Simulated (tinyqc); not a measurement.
Inside a calculation. Method: plane-wave Kohn-Sham cycle with exchange-only LDA in a layered model solid. Computed by tinyqc, a small Python program that keeps every step. Settings: points = 16, plane-wave index or count = 2, electrons = 2, k points = 2, area = 15.0, mixing = 0.1, iteration cap = 72, Pulay depth = 5. Command: `OMP_NUM_THREADS=1 python tinyqc.py 31760 31761 out.jsonl` (the two numbers bound the seeds that draw the settings). One thread of a shared host (Intel(R) Xeon(R) Processor @ 2.60GHz), about 0.03 s of CPU time with the checks.

A solid whose potential varies along x alone (atomic units):
```
parameter                      value
period a                   15.700000
cross-section of the cell  15.000000
electrons per cell                 2
grid points                       16
plane waves -n..n, n               2
k points                           2
V1 in V1 cos(2 pi x/a)     -0.360000
V2 in V2 cos(4 pi x/a)     -0.210000
```

Stop when sqrt(dV sum R^2) is below 1e-8, dV = a A/N.

Course of the cycle:
```
iteration   E (hartree)  norm of the residual
1           -0.99517896              1.91e-01
2           -0.81738708              1.69e-01
3           -1.91391740              3.05e-01
4           -1.63803522              2.90e-01
5           -2.08270454              3.16e-01
6          -10.89895839              5.89e-01
7          -74.13211341              1.43e+00
8           -3.31449543              3.22e-01
9           -1.97535650              2.38e-01
10          -1.25031208              2.66e-01
11          -1.16100849              1.78e-01
...                 ...                   ...
62          -0.56738142              1.11e-01
63          -0.67121151              1.28e-01
64          -1.66008126              2.92e-01
65          -1.66766695              2.93e-01
66          -2.59875520              3.43e-01
67          -3.34786850              3.10e-01
68          -0.69771101              1.32e-01
69          -0.55350920              1.09e-01
70          -0.64963710              1.25e-01
71          -1.49108343              2.81e-01
72          -1.40575654              2.75e-01
```

Can the last value be used, and what does the course show?

Not by the stop rule. Not converged within 72 iterations: the residual wanders without falling. Reruns (cap 100 unless said): mixing 0.5, Kerker q0 1.0: converged in 72 (E = -0.47912); mixing 0.3, Pulay depth 5: not converged; the original settings with a cap of 400: converged in 137 (E = -0.47912).
